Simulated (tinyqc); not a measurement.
Implant damage, amorphisation by cascade overlap, and solid-phase epitaxial regrowth. Changing the ion energy E. Computed by tinyqc, a small Python program. Command: `OMP_NUM_THREADS=1 python tinyqc.py 3113334 3113335 out.jsonl sper sweep`. One thread of a shared host (Intel(R) Xeon(R) Processor @ 2.30GHz), about 0.01 s of CPU time with the checks.

Range and width of the damage are inputs. Dynamic annealing enters only through the surviving share f.

Inputs (values chosen for the exercise, modelled on silicon ions in germanium):

| quantity | value | unit |
|---|---|---|
| ion Z1 | 14 | - |
| ion mass M1 | 28 | u |
| target Z2 | 32 | - |
| target mass M2 | 72.63 | u |
| displacement energy E_d | 14 | eV |

Constants: a_0 = 0.529177210903 angstrom; e^2/(4 pi eps_0) = 14.39964548 eV angstrom.

Method. Robinson partition: eps = E a M2/(Z1 Z2 (e^2/(4 pi eps_0)) (M1 + M2)), a = 0.8853 a_0/sqrt(Z1^(2/3) + Z2^(2/3)); k = 0.0793 Z1^(2/3) Z2^(1/2) (M1 + M2)^(3/2)/((Z1^(2/3) + Z2^(2/3))^(3/4) M1^(3/2) M2^(1/2)); damage energy T_d = E/(1 + k (eps + 0.40244 eps^(3/4) + 3.4008 eps^(1/6))); displacements nu = 0.8 T_d/(2 E_d).

One run for each value:

| ion energy E (keV) | T_d/E | displacements per ion nu | reduced energy eps |
|---|---|---|---|
| 1.0 | 0.6944 | 20 | 0.013 |
| 2.0 | 0.6670 | 38 | 0.026 |
| 4.2 | 0.6346 | 76 | 0.055 |
| 8.5 | 0.5997 | 146 | 0.112 |
| 17.0 | 0.5598 | 272 | 0.224 |
| 35.0 | 0.5098 | 510 | 0.460 |
| 72.0 | 0.4482 | 922 | 0.947 |
| 300.0 | 0.2901 | 2487 | 3.945 |

Give the missing row, ion energy E (keV) = 150.0.

Computed row:
```
ion energy E (keV)   T_d/E  displacements per ion nu  reduced energy eps
150.0               0.3719                      1594               1.972
```

Interpolating between the two neighbouring rows (the first column on a logarithmic scale, the others too where they are positive) misses by up to 3.6 %. Over the rows, T_d/E falls from 0.694 to 0.290 (exponent d ln y / d ln x -0.058 between the first rows and -0.36 between the last); displacements per ion nu rises from 19.8 to 2490 (exponent d ln y / d ln x 0.94 between the first rows and 0.64 between the last); reduced energy eps rises from 0.0131 to 3.94 (exponent d ln y / d ln x about 1.00 throughout). Electronic losses take a growing share as eps rises, so nu grows more slowly than E.
